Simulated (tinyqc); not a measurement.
Activation against anneal temperature: dopants and charged point defects at anneal temperature: Fermi-level effect, clustering and pairing. Computed by tinyqc, a small Python program. Command: `OMP_NUM_THREADS=1 python tinyqc.py 3007191 3007192 out.jsonl pairing walk`. One thread of a shared host (Intel(R) Xeon(R) Processor @ 2.30GHz), about 0.02 s of CPU time with the checks.

Boltzmann statistics and full ionisation of active dopants. Energies are counted from the valence band; the defect (a vacancy or self-interstitial) has five charge states, with all degeneracy factors one.

Inputs (values chosen for the exercise, with bands modelled on InP):
```
quantity,value,unit
gap at 0 K E_g0,1.43,eV
Varshni alpha,0.000356,eV/K
Varshni beta,164,K
electron mass m_e,0.0767,m_0
valleys M_c,1,-
hole mass m_h,0.604,m_0
anneal temperature T,920,K
total dopant density N,1.1e+19,cm^-3
site density N_s,4.2e+22,cm^-3
dopant atoms per cluster k,2,-
cluster binding energy E_b,1.08,eV
```

Dopant: acceptor. Second part: clustering of the dopant.

Constants: m_0 = 9.1093837015e-31 kg; k_B = 1.380649e-23 J/K; h = 6.62607015e-34 J s; k_B = 8.617333262e-05 eV/K.

Method:
- E_g = E_g0 - alpha T^2/(T + beta).
- N_c = 2 M_c (2 pi m_e k_B T/h^2)^(3/2) and N_v = 2 (2 pi m_h k_B T/h^2)^(3/2), masses in units of m_0.
- n_i = sqrt(N_c N_v) exp(-E_g/2 k_B T); E_i = E_g/2 + (k_B T/2) ln(N_v/N_c).
- p = A/2 + sqrt(A^2/4 + n_i^2) for an active density A.
- k ionised dopants and k carriers form one neutral cluster: C = N_s (A/N_s)^k (p/N_b)^k exp(E_b/k_B T), N_b the effective density of states of the majority band, and N = A + k C (60 bisections in ln A between ln N - 90 and ln N).

Equilibrium activation:
```
T (K),n_i (cm^-3),active A (cm^-3),clusters C (cm^-3),active share
550,8.5728e+12,3.9433e+17,5.3028e+18,0.03585
640,9.4678e+13,9.7068e+17,5.0147e+18,0.08824
740,7.1110e+14,2.0392e+18,4.4804e+18,0.18538
830,2.9475e+15,3.3780e+18,3.8110e+18,0.30709
920,9.4085e+15,4.9774e+18,3.0113e+18,0.45249
1010,2.4760e+16,6.6616e+18,2.1692e+18,0.60560
1100,5.6258e+16,8.2027e+18,1.3986e+18,0.74570
```

What follows from these numbers?

The active share goes from 0.0358 at 550 K to 0.746 at 1100 K, so a layer activated by a hot, short anneal is metastable and deactivates in later, cooler steps if the dopant can move. Over the first three rows, where most dopant is clustered, a fit of ln A rises with slope 0.303 eV against -1/k_B T, near E_b/(2k) = 0.270 eV plus 0.75 k_B T.
